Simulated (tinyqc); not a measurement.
Film and buried-oxide thickness from two coupling ratios.

Inverse problem. In a depleted film -dVT/dVb is k1 = Cs Cbox/(Cox (Cs + Cbox)) for a front channel and k2 = Cbox (Cox + Cs)/(Cox Cs) for a back channel, with Cox = eps0 eox/tox, Cs = eps0 eps_r/ts, Cbox = 3.9 eps0/tb. Find ts and tb.

Inputs (values chosen for the exercise); band and dielectric values close to those of silicon:
```
symbol,value,unit,meaning
eps_r,11.5,,relative permittivity
eox,25.6,,relative permittivity of the gate insulator (close to zirconium oxide)
tox,10,nm,insulator thickness
```

coupling ratios for a front and a back channel: [0.085837978, 0.48240489]

Solution. With y = Cox/Cs and z = Cox/Cbox, 1/k1 = y + z and k2 = (1 + y)/z, so y = (k2/k1 - 1)/(1 + k2); the thicknesses follow from y and z.

ts = 14.00 nm
tb = 13.00 nm

Program tinyqc, `OMP_NUM_THREADS=1 python tinyqc.py 2190151 2190152 out.jsonl`; Intel Xeon 2.30GHz, shared host, one thread, about 0.5 s.
